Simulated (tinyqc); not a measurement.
# MOS structure on a p-type body with a doping step, non-linear Poisson equation by Newton steps: effects of single changes

One dimension, insulator interface at x = 0, acceptor density N1 for x < x1 and Na beyond, net doping C = -(acceptor density). psi is counted from the intrinsic level: n = ni exp((psi - Vb)/Vt), p = ni exp(-psi/Vt); deep in the body psi_b = -Vt ln(Na/ni). The gate acts through Cox = eps0 eox/tox and has the potential psi_G = Vg - (phiM - chi - Vt ln(Nc/ni)). Boltzmann statistics, full ionisation, classical densities, no oxide or interface charge.

Inputs (values chosen for the exercise); band and dielectric values close to those of silicon: temperature T = 250 K; band gap Eg = 1.12 eV; relative permittivity eps_r = 11.5; conduction-band density of states at T Nc = 2.13e19 cm^-3; valence-band density of states at T Nv = 2.02e19 cm^-3; electron affinity chi = 4.11 eV; acceptor density deep in the body Na = 1.6e16 cm^-3; relative permittivity of the gate insulator (close to silicon nitride) eox = 7.32; insulator thickness tox = 21 nm; gate work function phiM = 4.63 eV; electron quasi-Fermi potential against the body Vb = 1.4 V; depth of the doping step x1 = 250 nm; acceptor density above the step N1 = 8e16 cm^-3.

Constants: q = 1.602176634e-19 C, kB = 1.380649e-23 J/K, Vt = kB T/q, eps0 = 8.8541878128e-14 F/cm where lengths are in cm. Results are converted to the units shown.

Each table varies one quantity; the others keep the values above.

## Charge and capacitance against gate voltage

ni = sqrt(Nc Nv) exp(-Eg/(2 Vt)), Eg in volts. The Poisson equation d/dx(eps0 eps_r dpsi/dx) = -q (p - n + C), with eps0 eps_r dpsi/dx = -Cox (psi_G - psi_0) at x = 0, is solved on a mesh of about 600 nodes or more. N_inv is the integral of n less its value deep in the body. C_LF = Cox (1 - dpsi_0/dVg) with all carriers following; C_HF is the same with the electron quasi-Fermi level shifting uniformly so that N_inv stays fixed. The centroid is that of the same excess.

Charge and capacitance against gate voltage:
```
Vg (V),psi_0 - psi_b (V),N_inv (cm^-2),C_LF/Cox,C_HF/Cox,centroid (nm)
2.32,2.02,2.12e5,0.155,0.155,0.963
2.46,2.14,5.06e7,0.152,0.151,0.935
2.61,2.26,1.38e10,0.334,0.148,0.907
2.75,2.31,1.62e11,0.794,0.146,0.876
2.9,2.34,4.03e11,0.898,0.146,0.841
3.04,2.35,6.48e11,0.930,0.146,0.810
3.19,2.36,9.17e11,0.947,0.146,0.781
3.33,2.36,1.17e12,0.957,0.146,0.755
```

N_inv goes from 2.12e5 to 1.17e12 cm^-2 and passes 2e11 cm^-2 at Vg = 2.78 V. Below threshold it takes 58.9 mV a decade between Vg = 2.32 and 2.46 V, against Vt ln 10 = 49.6 mV. C_LF/Cox is lowest, 0.152, at Vg = 2.46 V among the rows listed and ends at 0.957, while C_HF/Cox ends at 0.146. Between the last two rows q dN_inv/dVg is 0.948 Cox. Where the classical centroid is under about 2 nm, confinement would move the charge away from the interface and raise the threshold.

## Effect of the depth of the doping step on threshold, swing and body effect

VT is the Vg at which N_inv = 2e11 cm^-2. m = 1/(dpsi_0/dVg) at N_inv = 1e8 cm^-2; the swing is the Vg between N_inv = 1e8 and 1e9 cm^-2; body coefficient [VT(Vb + 0.05 V) - VT(Vb)]/0.05 V - 1.

Results:
```
x1 (nm),VT (V),psi_0 - psi_b at VT (V),m - 1,swing (mV/decade),body coefficient
62,2.51,2.31,0.0867,54.4,0.0837
92,2.60,2.31,0.0922,54.7,0.0882
200,2.77,2.32,0.176,58.9,0.169
290,2.78,2.32,0.180,59.1,0.176
430,2.78,2.32,0.180,59.1,0.176
620,2.78,2.32,0.180,59.1,0.176
```

Estimate the missing row, x1 = 130 nm.

Computed row:
```
x1 (nm),VT (V),psi_0 - psi_b at VT (V),m - 1,swing (mV/decade),body coefficient
130,2.69,2.32,0.106,55.3,0.0997
```

With this row back in the table: As x1 goes from 62 to 620, VT rises from 2.51 to 2.78 V, the swing rises from 54.4 to 59.1 mV/decade and the body coefficient rises from 0.0837 to 0.176. The swing stays within 1.0 % of m Vt ln 10, and the body coefficient within 0.0078 of m - 1.

Computed by the program tinyqc: `OMP_NUM_THREADS=1 python tinyqc.py 2080160 2080161 out.jsonl`, one thread of a shared Intel Xeon 2.30GHz, about 0.6 s for the whole run.
